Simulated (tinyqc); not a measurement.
## Ferroelectric with a first-order transition, Landau-Devonshire energy: polarisation and permittivity against temperature

One domain with free energy u = al P^2 + be P^4 + ga P^6 - E P, al = a0 (T - T0), be < 0 < ga (P in uC/cm^2, E in kV/cm, u in mJ/cm^3). Equilibrium: E = 2 al P + 4 be P^3 + 6 ga P^5; a state is stable against small changes where dE/dP > 0. The coercive field is that of uniform switching, which real films, switching by domains, do not reach.

Ps^2 = [-be + sqrt(be^2 - 3 al ga)]/(3 ga); Pc^2 = [-3 be + sqrt(9 be^2 - 15 al ga)]/(15 ga), Ec = -E(Pc); susceptibility chi = 1/(eps0 dE/dP). TC = T0 + be^2/(4 a0 ga), where u(Ps) = u(0); T1 = T0 + be^2/(3 a0 ga), where the polar minimum disappears. For the non-polar state chi0 = 1/(2 eps0 al).

Inputs (values chosen for the exercise): slope of the quadratic coefficient a0 = 0.011 kV cm/(uC K); Curie-Weiss temperature T0 = 450 K; quartic coefficient be = -0.00013 kV cm^5/uC^3; sixth-order coefficient ga = 7.8e-8 kV cm^9/uC^5.

Constants: eps0 = 8.8541878128e-14 F/cm where lengths are in cm. Results are converted to the units shown.

Polarisation and permittivity against temperature:

| T (K) | Ps (uC/cm^2) | u(Ps) (mJ/cm^3) | Ec (kV/cm) | chi at Ps | chi0 |
|---|---|---|---|---|---|
| 250 | 60.59 | -5969 | 162.2 | 527.3 | unstable |
| 330 | 54.72 | -3024 | 91.77 | 825.9 | unstable |
| 390 | 48.21 | -1257 | 44.05 | 1467 | unstable |
| 425 | 42.12 | -461.5 | 19.18 | 2792 | unstable |
| 442 | 37.19 | -164.0 | 8.295 | 5272 | unstable |
| 451.3 | 32.45 | -38.02 | 2.847 | 1.152e4 | 3.949e5 |
| 453.3 | 30.78 | -15.97 | 1.741 | 1.625e4 | 1.556e5 |
| 454.6 | 29.32 | -3.020 | 1.037 | 2.309e4 | 1.116e5 |
| 455.9 | 27.06 | 8.443 | 0.3473 | 4.656e4 | 87010 |
| 456.4 | 25.37 | 12.25 | 0.08603 | 1.062e5 | 80210 |

Read the table: what changes, and by how much?

Ps falls from 60.6 to 25.4 uC/cm^2 without reaching zero, Ec falls from 162 to 0.0860 kV/cm and chi rises from 527 to 1.06e5. u(Ps) turns positive at TC = 454.9 K: the 2 row(s) above it are metastable, up to T1 = 456.6 K. Between T0 = 450 K and TC the non-polar state is the metastable one.

Numbers from tinyqc (`OMP_NUM_THREADS=1 python tinyqc.py 2860042 2860043 out.jsonl`; about 0.01 s on one thread of a shared Intel Xeon 2.30GHz).
